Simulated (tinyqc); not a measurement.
Worked calculation: RKS/exchange-only LDA in the sto-3g basis, for H3+, spin multiplicity 1. One step of it, computed by the program tinyqc.

Problem. Orthogonalisation. S = U s U^T; symmetric (Loewdin) form X = U s^(-1/2) U^T, so that X^T S X = 1.

overlap S, lower triangle:
```
,1H 1s,2H 1s,3H 1s
1H 1s,1.000000
2H 1s,0.539237,1.000000
3H 1s,0.539265,0.419977,1.000000
```

Give: eigenvalues of S; X.

Solution.

eigenvalues of S: 0.4190  0.5800  2.0010

X, lower triangle:
```
,1H 1s,2H 1s,3H 1s
1H 1s,1.2371
2H 1s,-0.2856,1.1639
3H 1s,-0.2856,-0.1492,1.1639
```
